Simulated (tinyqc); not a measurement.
Ratio and sensitivities against delay: time-domain thermoreflectance: layered heat flow under a modulated pulse train, and what the signal ratio measures. Computed by tinyqc, a small Python program. Command: `OMP_NUM_THREADS=1 python tinyqc.py 3114049 3114050 out.jsonl tdtr walk`. One thread of a shared host (Intel(R) Xeon(R) Processor @ 2.30GHz), about 0.2 s of CPU time with the checks.

Pulses repeat at 80 MHz; heat is laid down at the surface, all layers are isotropic, and the film is in perfect contact with the substrate.

Inputs (values chosen for the exercise, modelled on aluminium on sapphire):
```
quantity                                value        unit
metal thickness d                         100          nm
metal conductivity                        120     W/(m K)
metal heat capacity                      2.42  MJ/(m^3 K)
boundary conductance G under the metal    270  MW/(m^2 K)
film thickness                            280          nm
film conductivity                         5.4     W/(m K)
film heat capacity                        2.1  MJ/(m^3 K)
substrate conductivity kappa             32.3     W/(m K)
substrate heat capacity C                3.08  MJ/(m^3 K)
modulation frequency f                      1         MHz
spot radius w (1/e^2, pump and probe)     4.1  micrometre
```

Stack: metal, film, substrate.

Method:
- For radial wave number k and angular frequency W each layer has u = sqrt(4 pi^2 k^2 + i W C/kappa) and gamma = kappa u. Surface impedance from below: Z = 1/gamma for the substrate; a layer of thickness L maps Z to (Z + tanh(u L)/gamma)/(1 + gamma Z tanh(u L)); a boundary adds 1/G.
- Response per absorbed watt H(W) = 2 pi int_0^(2/w) Z(k, W) exp(-pi^2 k^2 w^2) k dk by 20 Gauss-Legendre points.
- Signal: X + iY = sum_(m = -M..M) H(2 pi (f + m f_r)) exp(i 2 pi m f_r t) exp(-pi (m/M)^2 x 4), f_r = 80 MHz, M = 4000, with H(-W) the complex conjugate of H(W); V_in = X, V_out = Y, ratio = -V_in/V_out.
- Sensitivity S = ln(ratio'/ratio)/ln(1.01) for a rise of one input by 1 %.

Ratio and sensitivities:
```
t (ps)   ratio  S to kappa     S to G    S to d   S to C    S to w  S to film conductivity
100     3.5353     0.38103  -0.014726  -0.37134  0.21065  -0.50254                 0.07359
200     3.3984     0.37945  -0.027830  -0.40938  0.20818  -0.49624                 0.05596
400     3.2434     0.37735  -0.038256  -0.36518  0.20505  -0.48774                 0.03014
800     3.0365     0.37418  -0.043749  -0.30216  0.20037  -0.47474                -0.00749
1500    2.7999     0.37008  -0.043346  -0.23393  0.19425  -0.45778                -0.05133
2500    2.5734     0.36572  -0.039517  -0.17565  0.18749  -0.43979                -0.09183
4000    2.3383     0.36083  -0.034170  -0.12386  0.17940  -0.41991                -0.13105
```

What does the comparison show, and why?

The largest sensitivity in size at 100 ps is to w (-0.50). G is hardly felt. At 400 ps an error of 3 % in d passes on as 3 % in kappa.

Extremes, crossings and ranges named in words are read from the listed rows.
